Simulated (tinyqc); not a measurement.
Worked calculation: deformation potentials from a strained empirical pseudopotential. Values are carried at full precision from step to step, so a last printed digit may differ when a step is redone from the rounded ones.

Diamond lattice, no spin-orbit coupling. Atomic form factor V(q) = a1 (q^2 - a2)/(a3 exp(a4 q^2) - 1) in rydberg with q in 1/bohr, for the unstrained cell. Under a strain e the reciprocal vectors and k go over into (1 + e)^(-1) G, the atoms sit at +/- tau with tau = (1 + e) a (1,1,1)/8 - zeta a (eyz, ezx, exy)/4, and H(G,G') = c |k + G|^2 delta + (V(q)/det(1 + e)) cos(q.tau), q = G - G', with the term q = 0 left out; c = hbar^2/2m0. The basis is fixed before straining: all G with |k + G|^2 up to 16 (2 pi/a)^2. k is given in units of 2 pi/a of the unstrained cell.

Constants: a0 (Bohr radius) = 0.5291772105 angstrom; hbar^2/2m0 = 3.80998211 eV angstrom^2; Ry = 13.60569312 eV.

Values chosen for the exercise (near those of Si; shifted at random, so the results belong to these values and not to a real crystal): a = 5.434 angstrom (lattice constant); A = (0.531, 2.216, 2.042, 0.483) (a1 (Ry bohr^2), a2 (1/bohr^2), a3, a4 (bohr^2)); h = 0.004 (size of the test strain); kD = 0.82 2 pi/a (position of the Delta minimum); zeta = 0.64 (internal-strain parameter).

## Form factors, unstrained and under a volume change

q^2 = n (2 pi/a)^2 a0^2 for the shells n = 3, 8, 11; for e = h 1, q^2 is divided by (1 + h)^2 and V by (1 + h)^3. Last column: the change divided by the relative change of volume, (1 + h)^3 - 1.

Form factors:
```
n   q^2 (1/bohr^2)    V (Ry)  V expanded (Ry)  dV/(dVol/Vol) (Ry)
3          1.12317  -0.23093         -0.23144             -0.0422
8          2.99511   0.05390          0.05230             -0.1323
11         4.11828   0.07254          0.07165             -0.0741
```

## Gaps under a volume change

e = -h 1, 0, +h 1; gaps from the valence top to the s-like level at Gamma (level 8), and to level 5 at (kD,0,0) and (1/2,1/2,1/2).

Gaps (eV):
```
gap             e = -h    e = 0   e = +h
Gamma, s-like  4.14397  4.03525  3.92675
Delta          1.26679  1.29761  1.32694
L              2.09983  2.07567  2.05090
```

## Hydrostatic deformation potentials

a = [E(+h) - E(-h)]/(3 ln((1 + h)/(1 - h))).

a of the gaps to Gamma, Delta, L (eV): -9.05  2.51  -2.04

Compression opens the Gamma gap, opens the L gap and closes the Delta gap. Only differences are defined here: the absolute shifts depend on the mean potential, which this model leaves out.

## Tetragonal strain

e = diag(-h/2, -h/2, h). Level 5 at (kD,0,0) and (0,0,kD), and levels 2 to 4 at Gamma, all from the mean of the three valence levels.

Delta x, Delta z (eV): 1.28166  1.32942

valence levels (eV): -0.04004  0.02002  0.02002

## Xu of the Delta valleys and b

For e = diag(-h/2, -h/2, h): E(Delta z) - E(Delta x) = Xu (ezz - exx), and without spin-orbit coupling E(Z) - E(X, Y) = 3 b (ezz - exx); Z is the single level, X and Y the pair.

Xu = 7.96 eV
b = -3.34 eV

Stretching along z raises the valleys on the z axis and lowers the Z valence state. One-sided differences carry an error of order h. A local potential fitted to band energies alone fixes these slopes only roughly; b tends to come out too large and Xu of L too small.

## Trigonal strain

exy = eyz = ezx = h, with the internal displacement. Level 5 at (1/2,1/2,1/2) and (1/2,-1/2,-1/2), and levels 2 to 4 at Gamma, from the mean of the three valence levels.

L [111], L [1-1-1] (eV): 2.17132  2.04322

valence levels (eV): -0.06992  0.03496  0.03496

## Xu of the L valleys and d

For the tensor strain exy = eyz = ezx = h: E(L [111]) - E(L [1-1-1]) = (8/3) Xu h, and E(single valence level) - E(pair) = 3 sqrt(3) d h. Find Xu and d.

Xu (L) = 12.01 eV
d = -5.05 eV

## Checks

- Level 5 at (kD,0,0) and (0,kD,0) under the tetragonal strain (eV): both 11.2906.

Run: tinyqc, `OMP_NUM_THREADS=1 python tinyqc.py 1850704 1850705 out.jsonl`; Intel(R) Xeon(R) Processor @ 2.30GHz, one thread, shared host; about 0.2 s of CPU time with all checks.
